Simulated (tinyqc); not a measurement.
Parabolic quantum dot in a magnetic field (Fock-Darwin): one step. Orbital levels. Four cases, with inputs chosen for the exercise.

Problem. The eight lowest (n, l) from E = (2n + |l| + 1) W - l wc/2.

Case 1.

hbar wc = 0.911134 meV
hbar W = 4.722027 meV

Case 2.

hbar wc = 5.928585 meV
hbar W = 6.872192 meV

Case 3.

hbar wc = 3.388321 meV
hbar W = 3.532730 meV

Case 4.

hbar wc = 1.171666 meV
hbar W = 3.351597 meV

Give: a table of (n,l), E (meV).

Solution.

Case 1.

Levels:

| (n,l) | E (meV) |
|---|---|
| (0,0) | 4.722 |
| (0,1) | 8.988 |
| (0,-1) | 9.900 |
| (0,2) | 13.255 |
| (1,0) | 14.166 |
| (0,-2) | 15.077 |
| (0,3) | 17.521 |
| (1,1) | 18.433 |

Case 2.

Levels:

| (n,l) | E (meV) |
|---|---|
| (0,0) | 6.872 |
| (0,1) | 10.780 |
| (0,2) | 14.688 |
| (0,-1) | 16.709 |
| (0,3) | 18.596 |
| (1,0) | 20.617 |
| (0,4) | 22.504 |
| (1,1) | 24.524 |

Case 3.

Levels:

| (n,l) | E (meV) |
|---|---|
| (0,0) | 3.533 |
| (0,1) | 5.371 |
| (0,2) | 7.210 |
| (0,-1) | 8.760 |
| (0,3) | 9.048 |
| (1,0) | 10.598 |
| (0,4) | 10.887 |
| (1,1) | 12.437 |

Case 4.

Levels:

| (n,l) | E (meV) |
|---|---|
| (0,0) | 3.352 |
| (0,1) | 6.117 |
| (0,-1) | 7.289 |
| (0,2) | 8.883 |
| (1,0) | 10.055 |
| (0,-2) | 11.226 |
| (0,3) | 11.649 |
| (1,1) | 12.821 |

Computed by tinyqc, one run a case: `OMP_NUM_THREADS=1 python tinyqc.py N N+1 out.jsonl` with N = 1252217, 1252246, 1252376, 1280195; one thread of a shared Intel(R) Xeon(R) Processor @ 2.30GHz, about 0.1 s a run at most.
